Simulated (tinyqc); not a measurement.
Mass and degeneracy from charge and saturation current.

Inverse problem. At high drain voltage only states moving towards the drain are filled: I = gv (2 q^2/h) Vt ln(1 + exp eta) and n = (N0/2) F_(-1/2)(eta), N0 = gv sqrt(2 m kB T/pi)/hbar, F_(-1/2)(x) = (1/sqrt(pi)) int_0^infinity u^(-1/2)/(1 + exp(u - x)) du. Find eta and m.

Parameters, values chosen for the exercise:

| symbol | value | unit | meaning |
|---|---|---|---|
| T | 400 | K | temperature |
| gv | 1 |  | valley degeneracy |

Constants: q = 1.602176634e-19 C, kB = 1.380649e-23 J/K, hbar = 1.054571817e-34 J s, h = 6.62607015e-34 J s, m0 = 9.1093837015e-31 kg, Vt = kB T/q. Results are converted to the units shown.

n = 1.9857807e6 cm^-1
I = 7.0606990 uA

Answer. In one dimension the current holds no mass, so it gives eta directly; n then gives m.

eta = 2.570
m = 0.1910 m0

Program tinyqc, `OMP_NUM_THREADS=1 python tinyqc.py 2400126 2400127 out.jsonl`; Intel Xeon 2.30GHz, shared host, one thread, about 0.04 s.
